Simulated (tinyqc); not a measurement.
Hot electrons in a saturated n-channel MOSFET, lucky-electron model: course of the iteration: body bias from the substrate current.

Beyond pinch-off the lateral field grows as Esat cosh(y/l) over the velocity-saturated region (pseudo-two-dimensional model). Impact ionisation in this region gives the substrate current, which biases the body forward through Rsub. Currents are per width. Local-field laws: they overstate ionisation when the field peak is narrower than an energy relaxation length.

Cox = 3.9 eps0/tox. Overdrive g = Vg - VT + kb Vb; Vdsat = g Esat L/(g + Esat L); Id = Cox vs (g - Vdsat); dV = Vd - Id Rd - Vdsat; Em = sqrt((dV/l)^2 + Esat^2); Isub = Id (Ai/Bi) l Em exp(-Bi/Em). Vb(new) = Rsub Isub.

Stop when Vb changes by less than 1e-9 V, or after 60 iterations.

Values chosen for this exercise; values close to those of silicon n-channel devices: channel length L = 1.2 um; oxide thickness tox = 27 nm; threshold VT = 0.58 V; saturation velocity vs = 8.9e6 cm/s; ionisation prefactor Ai = 2e6 1/cm; ionisation field Bi = 1.82 MV/cm; resistance of the lightly doped drain Rd = 0 ohm um; substrate resistance Rsub = 7900 ohm um; fall of VT per volt of forward body bias kb = 0.48; drain voltage Vd = 4.6 V; gate voltage Vg = 3 V.

Constants: eps0 = 8.8541878128e-14 F/cm where lengths are in cm. Results are converted to the units shown.

Vb at the start = 0 V
l = 199.223 nm
Esat = 0.0659259 MV/cm

Course of the iteration:
```
iteration	Vb (V)	|change| (V)
1	1.14807e-5	1.15e-5
2	1.14806e-5	9.57e-11
```

Did this iteration meet its convergence test, and what does its course show?

Yes. Converged in 2 iterations. The change falls from 1.1e-5 in the first iteration to below the tolerance in the last.

Computed by the program tinyqc: `OMP_NUM_THREADS=1 python tinyqc.py 2550053 2550054 out.jsonl`, one thread of a shared Intel Xeon 2.30GHz, about 0.01 s for the whole run.
